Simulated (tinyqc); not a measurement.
# Level and width from two currents at zero temperature

Question. In a resonant-tunnelling diode at zero temperature a sharp resonance at Er = E0 - alpha V between the emitter band edge and Ef carries J = K (pi/2) G Tp (Ef - Er), K = q^3 mw m0/(2 pi^2 hbar^3) (times 1e-4 for A/cm^2 per eV^2), with G its full width and Tp its peak transmission, G Tp taken as constant, and no back flow. Find G Tp and E0.

Parameters, values chosen for the exercise; masses and offsets close to those of GaAs wells and AlGaAs barriers: mass in the well, spacer and contacts mw = 0.069 m0; Fermi energy of both contacts above their band edges Ef = 0.038 eV; share of the bias at the well alpha = 0.5.

Constants: q = 1.602176634e-19 C, hbar = 1.054571817e-34 J s, m0 = 9.1093837015e-31 kg. Results are converted to the units shown.

J at V = 0.12 and 0.17 V (kA/cm^2): 128.04239  566.54374

Answer. J is linear in V: the slope gives G Tp, and the onset V0, where the line meets zero, gives E0 = Ef + alpha V0.

G Tp = 10.0 meV
E0 = 0.0907 eV

Computed by the program tinyqc: `OMP_NUM_THREADS=1 python tinyqc.py 2600015 2600016 out.jsonl`, one thread of a shared Intel Xeon 2.30GHz, about 0.2 s for the whole run.
